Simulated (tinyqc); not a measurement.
Quasiparticle equation with a plasmon-pole self-energy for two band edges: sweeps and comparisons. A value that a table varies takes the place of the one given here.

For each edge E = e + X + Sc(E), with the correlation part Sc(E) = A[0]/(E - a + w) + A[1]/(E - b - w); a and b are the valence and conduction energies that enter the Green function (a = ev, b = ec in the one-shot scheme). Z = 1/(1 - dSc/dE), dSc/dE = -A[0]/(E - a + w)^2 - A[1]/(E - b - w)^2.

Values chosen for the exercise (scales of the order of those of GaN; shifted at random, so the results belong to these values and not to a real crystal): ev = 0 eV (mean-field valence top); ec = 1.9 eV (mean-field conduction edge); w = 16.7 eV (pole energy); Av = (44.7, 23.3) eV^2 (weights of the valence state on the hole and electron poles); Ac = (19.6, 39.2) eV^2 (the same for the conduction state); Xv = -2.2 eV (exchange minus the mean-field potential, valence); Xc = 2.45 eV (the same, conduction).

## Schemes compared

Z = 1; linearised; exact one-shot; energies updated in G (a, b); updated in G and W, where w grows by half of the opening of the gap (a rule chosen for the exercise).

Results (eV):

| scheme | Ev | Ec | gap | opening |
|---|---|---|---|---|
| mean field | 0.000 | 1.900 | 1.900 | 0.000 |
| Z = 1 | -0.776 | 3.056 | 3.832 | 1.932 |
| linearised | -0.632 | 2.866 | 3.498 | 1.598 |
| one-shot, exact | -0.630 | 2.861 | 3.491 | 1.591 |
| update G | -0.669 | 2.967 | 3.636 | 1.736 |
| update G and W | -0.754 | 3.043 | 3.796 | 1.896 |

How do the results move?

The openings run from 1.591 (one-shot, exact) to 1.932 eV (Z = 1). Linearising moves the gap by 7 meV, updating G +144 meV and updating W a further +161 meV: once Z is kept, the level of self-consistency matters more than linearising.

## The starting point

The mean-field gap is opened by d (ev lowered by d/2, ec raised by d/2) and X is changed by the opposite amounts, so that e + X stays; one-shot and G-updated gaps.

Gaps (eV):

| d | start | one-shot | update G |
|---|---|---|---|
| 0.0 | 1.900 | 3.4914 | 3.6356 |
| 0.2 | 2.100 | 3.5090 | 3.6356 |
| 0.4 | 2.300 | 3.5265 | 3.6356 |
| 0.6 | 2.500 | 3.5439 | 3.6356 |
| 0.9 | 2.800 | 3.5696 | 3.6356 |
| 1.2 | 3.100 | 3.5949 | 3.6356 |
| 1.6 | 3.500 | 3.6282 | 3.6356 |

What can be read from the table?

The one-shot gap moves by a fraction 0.09 of any change of the starting gap, while the updated gap, 3.6356 eV, does not depend on it. The two agree where the start already equals the result, near d = 1.74 eV. A real change of starting point alters the orbitals and the screening too; this model holds both fixed.

## What each parameter does

Exact one-shot edges and Z of the valence state there. Each row changes one parameter from the base and keeps the others.

Results:

| case | Ev (eV) | Ec (eV) | gap (eV) | Z |
|---|---|---|---|---|
| base | -0.6301 | 2.8613 | 3.4914 | 0.8090 |
| w = 17.54 eV | -0.7021 | 2.9327 | 3.6347 | 0.8230 |
| Xv = -2.3 eV | -0.7109 | 2.8613 | 3.5722 | 0.8082 |
| Xc = 2.55 eV | -0.6301 | 2.9439 | 3.5740 | 0.8090 |
| ec = 2 eV | -0.6250 | 2.9571 | 3.5821 | 0.8095 |
| Av = (46.94, 23.3) eV^2 | -0.5180 | 2.8613 | 3.3793 | 0.8045 |
| Ac = (19.6, 41.16) eV^2 | -0.6301 | 2.7589 | 3.3890 | 0.8090 |

What can be read from the table?

The largest shifts from the base row, up to three for each result and ties (the steps differ in size, so this ranks the rows, not the parameters). Ev (eV): Av +0.1121, Xv -0.0809, w -0.0720; unchanged at the printed digits by Xc and Ac. Ec (eV): Ac -0.1024, ec +0.0958, Xc +0.0826; unchanged at the printed digits by Xv and Av. gap (eV): w +0.1434, Av -0.1121, Ac -0.1024. Z: w +0.0140, Av -0.0045, Xv -0.0008; unchanged at the printed digits by Xc and Ac.

Computed by tinyqc, a small Python program: `OMP_NUM_THREADS=1 python tinyqc.py 1850119 1850120 out.jsonl` (the numbers bound the seed that draws the inputs); one thread of a shared host (Intel(R) Xeon(R) Processor @ 2.30GHz), about 0.02 s for the whole set of steps.
